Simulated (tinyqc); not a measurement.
Electromigration in a confined line: Blech product, Korhonen stress evolution and Black's law: one step, computed by the program tinyqc.

The electron wind pushes atoms from the cathode (x = 0) to the anode (x = L); blocking ends build a back stress (tension positive). The input rho is taken not to change with temperature. d sigma/dt = d/dx [kappa (d sigma/dx + G)], with zero flux at both ends and sigma = 0 at t = 0.

Task: Driving force and diffusivities. G = Z* e rho j/Omega; D = D0 exp(-E/(k_B T)); kappa = D B Omega/(k_B T); drift velocity of an unconfined line v = D Z* e rho j/(k_B T). SI: 1 micro-ohm cm = 1e-8 ohm m, 1 MA/cm^2 = 1e10 A/m^2. Temperatures in kelvin are T(C) + 273.15.

Inputs (values chosen for the exercise, close to those used for aluminium lines):

| quantity | value | unit |
|---|---|---|
| resistivity rho | 2.89 | micro-ohm cm |
| atomic volume Omega | 16.6 | angstrom^3 |
| effective charge number Z* | 7.5 | - |
| prefactor D0 | 5.6e-08 | m^2/s |
| activation energy E | 0.698 | eV |
| effective modulus B | 41 | GPa |
| current density j | 1.3 | MA/cm^2 |
| test temperature T | 210 | C |

Start: stress-free.

Constants: e = 1.602176634e-19 C; k_B = 8.617333262e-05 eV/K; k_B = 1.380649e-23 J/K.

Give: stress gradient G; diffusivity D; kappa; drift velocity.

Result:

stress gradient G = 27.20 MPa/um

diffusivity D = 2.933e-15 m^2/s

kappa = 2.992e-13 m^2/s

drift velocity = 714.6 nm/h
